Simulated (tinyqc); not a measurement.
Tunnelling through a two-layer gate stack, WKB transmission and Tsu-Esaki current: two steps of the calculation.

Electrons leave the emitter at x = 0. Energies E (motion across the layers) are in eV from the emitter Fermi level; the collector Fermi level lies at -V and offers states at every E. No charge in the dielectric and no image force: F1 = V/(t1 + t2 eps1/eps2), F2 = F1 eps1/eps2; U = phi1 - F1 x in layer 1 and phi2 - F1 t1 - F2 (x - t1) in layer 2. With C = hbar^2/(2 m0), kappa = sqrt(m (U - E)/C) where U > E and 0 elsewhere; T(E) = exp(-S), S = 2 times the integral of kappa over x.

Parameters, values chosen for the exercise; layer 1 close to silicon dioxide, layer 2 close to hafnium oxide: barrier of layer 1 above the emitter Fermi level at zero bias phi1 = 2.99 eV; tunnelling mass of layer 1 m1 = 0.49 m0; thickness of layer 1 t1 = 0.9 nm; relative permittivity of layer 1 eps1 = 4.08; barrier of layer 2 at zero bias phi2 = 1.47 eV; tunnelling mass of layer 2 m2 = 0.19 m0; thickness of layer 2 t2 = 3.9 nm; relative permittivity of layer 2 eps2 = 21.3; voltage across the dielectric V = 0.5 V; energy of the electron followed E = 0.08 eV.

Constants: q = 1.602176634e-19 C, hbar = 1.054571817e-34 J s, m0 = 9.1093837015e-31 kg, hbar^2/(2 m0) = 0.0380998212 eV nm^2. Results are converted to the units shown.

Task 1. Fields and band edges. F1 = V/(t1 + t2 eps1/eps2), F2 = F1 eps1/eps2; U = phi1 - F1 x in layer 1 and phi2 - F1 t1 - F2 (x - t1) in layer 2. EOT = 3.9 (t1/eps1 + t2/eps2).

Wanted: F1; F2; U at the end of layer 1; U at the start of layer 2; U at the end of layer 2; EOT.

Result 1.

F1 = 3.036 MV/cm
F2 = 0.5815 MV/cm
U at the end of layer 1 = 2.717 eV
U at the start of layer 2 = 1.197 eV
U at the end of layer 2 = 0.9700 eV
EOT = 1.574 nm

Task 2. WKB exponent in closed form. Each layer adds (2/F) sqrt(m/C) [G(u at its left edge) - G(u at its right edge)] to S, with u = U - E (0 where negative) and G(u) = (2/3) u^1.5. The slope follows from 1/d = -dS/dE.

Give: S; T(E); energy d over which T(E) grows by a factor e.

Result 2.

S = 28.19
T(E) = 5.731e-13
energy d over which T(E) grows by a factor e = 0.09392 eV

The midpoint rule gives S = 28.188, so its T(E) is 0.042 % below this value. The band edge stays above E through the whole stack: direct tunnelling through a trapezoid.

Numbers from tinyqc (`OMP_NUM_THREADS=1 python tinyqc.py 2540003 2540004 out.jsonl`; about 0.02 s on one thread of a shared Intel Xeon 2.30GHz).
